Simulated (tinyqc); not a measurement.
Along the matched line: quaternary alloy A(x)B(1-x)C(y)D(1-y) matched to a substrate.

Q(x,y) = x y Q_AC + x (1 - y) Q_AD + (1 - x) y Q_BC + (1 - x)(1 - y) Q_BD for the lattice constant. Gap, rule 1: Q(x,y) - x (1 - x)[y C_ABC + (1 - y) C_ABD] - y (1 - y)[x C_ACD + (1 - x) C_BCD]. Rule 2 (mean of ternaries): {x (1 - x)[y T_ABC(x) + (1 - y) T_ABD(x)] + y (1 - y)[x T_ACD(y) + (1 - x) T_BCD(y)]}/{x (1 - x) + y (1 - y)}, T_ABC(x) = x E_AC + (1 - x) E_BC - C_ABC x (1 - x), T_ACD(y) = y E_AC + (1 - y) E_AD - C_ACD y (1 - y), and alike. Only the Gamma valley is followed.

Matching a(x,y) = a_s gives x = (a_s - y a_BC - (1 - y) a_BD)/(y (a_AC - a_BC) + (1 - y)(a_AD - a_BD)).
Constants: hc = 1239.841984 eV nm.

Inputs chosen for the exercise (AC, AD, BC, BD near GaAs, GaSb, InAs and InSb; substrate near InP; the results hold for these values, not for the real material): a = (5.65, 6.091, 6.053, 6.472) angstrom (lattice constants of AC, AD, BC, BD); Eg = (1.508, 0.815, 0.422, 0.235) eV (gaps at Gamma of AC, AD, BC, BD); Cb = (0.542, 0.404, 1.516, 0.626) eV (bowing of ABC, ABD, ACD, BCD); a_s = 5.87 angstrom (substrate).

x follows from y.

Results:

| y | x | bilinear (eV) | rule 1 (eV) | rule 2 (eV) | wavelength 1 (nm) | wavelength 2 (nm) |
|---|---|---|---|---|---|---|
| 0.52 | 0.9788 | 1.1575 | 0.7739 | 0.8117 | 1602 | 1527 |
| 0.58 | 0.9117 | 1.1398 | 0.7507 | 0.8669 | 1652 | 1430 |
| 0.64 | 0.8450 | 1.1184 | 0.7364 | 0.8926 | 1684 | 1389 |
| 0.70 | 0.7788 | 1.0934 | 0.7302 | 0.9024 | 1698 | 1374 |
| 0.76 | 0.7130 | 1.0648 | 0.7308 | 0.9014 | 1697 | 1375 |
| 0.81 | 0.6585 | 1.0383 | 0.7357 | 0.8936 | 1685 | 1387 |
| 0.87 | 0.5935 | 1.0032 | 0.7462 | 0.8754 | 1662 | 1416 |
| 0.93 | 0.5289 | 0.9646 | 0.7605 | 0.8446 | 1630 | 1468 |
| 0.99 | 0.4647 | 0.9225 | 0.7777 | 0.7928 | 1594 | 1564 |

The matched alloys span 0.730 to 0.778 eV by rule 1, with the lowest value inside the range, at y = 0.70. Along the line dx/dy is -1.119 between the first two rows and -1.069 between the last two. In energy the two rules differ most at y = 0.70, by 172 meV (324 nm there), which measures how far the ternary data leave the interior open. Miscibility gaps are not considered.

tinyqc: `OMP_NUM_THREADS=1 python tinyqc.py 1050534 1050535 out.jsonl`; about 0.01 s, one thread, shared Intel(R) Xeon(R) Processor @ 2.30GHz.
